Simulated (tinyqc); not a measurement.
Dispersion against the sound-wave line: Born-von Karman spring model of a cubic crystal with one atom per cell. Computed by tinyqc, a small Python program. Command: `OMP_NUM_THREADS=1 python tinyqc.py 3022234 3022235 out.jsonl springs walk`. One thread of a shared host (Intel(R) Xeon(R) Processor @ 2.30GHz), about 0.1 s of CPU time with the checks.

First neighbours lie at a/2 (1,1,1) (8 of them), second at a (1,0,0) (6), with all permutations and signs; the volume per atom is Omega = a^3/2. Two shells of springs match a real metal only roughly, above all at the zone boundary.

Inputs (values chosen for the exercise, modelled on tungsten):

| quantity | value | unit |
|---|---|---|
| atomic mass M | 183.84 | u |
| radial spring k1L | 5.09 | eV/angstrom^2 |
| transverse spring k1T | -0.19 | eV/angstrom^2 |
| radial spring k2L | 3.6 | eV/angstrom^2 |
| transverse spring k2T | -0.035 | eV/angstrom^2 |

Lattice: bcc.

Constants: nu for 1 eV/(angstrom^2 u) = 15.6333042 THz.

Method:
- A neighbour at R with unit vector n couples by the matrix K(R) = kL n n^T + kT (1 - n n^T), and D(q) = (1/M) sum_R K(R) [1 - cos(q.R)].
- An eigenvalue lambda of D in eV/(angstrom^2 u) gives nu = 15.6333042 THz x sqrt(lambda).
- The last column divides the top branch by the straight line with its slope at G. End points in 2 pi/a: H = (1, 0, 0), N = (0.5, 0.5, 0).

Frequencies (THz) along two lines:

| line | fraction of the way | nu 1 | nu 2 | nu 3 | nu 3 / linear |
|---|---|---|---|---|---|
| G-H | 0.10 | 0.8941 | 0.8941 | 1.6264 | 0.98737 |
| G-H | 0.25 | 2.1903 | 2.1903 | 3.8029 | 0.92347 |
| G-H | 0.40 | 3.3718 | 3.3718 | 5.3715 | 0.81523 |
| G-H | 0.55 | 4.3736 | 4.3736 | 6.1632 | 0.68028 |
| G-H | 0.70 | 5.1371 | 5.1371 | 6.2483 | 0.54189 |
| G-H | 0.85 | 5.6158 | 5.6158 | 5.9599 | 0.42566 |
| G-H | 1.00 | 5.7788 | 5.7788 | 5.7788 | 0.35082 |
| G-N | 0.10 | 0.6321 | 0.6438 | 1.1535 | 0.99589 |
| G-N | 0.25 | 1.5462 | 1.5749 | 2.8218 | 0.97450 |
| G-N | 0.40 | 2.3749 | 2.4190 | 4.3342 | 0.93549 |
| G-N | 0.55 | 3.0724 | 3.1294 | 5.6071 | 0.88016 |
| G-N | 0.70 | 3.6001 | 3.6669 | 6.5701 | 0.81033 |
| G-N | 0.85 | 3.9288 | 4.0017 | 7.1701 | 0.72827 |
| G-N | 1.00 | 4.0405 | 4.1154 | 7.3738 | 0.63662 |

Along G-H the top branch ends at 35 % of its linear extrapolation. Along G-N the top branch ends at 64 % of its linear extrapolation, which is the 2/pi of a pure sine: planes normal to this line couple to their next planes alone. A Debye model keeps the straight line throughout.
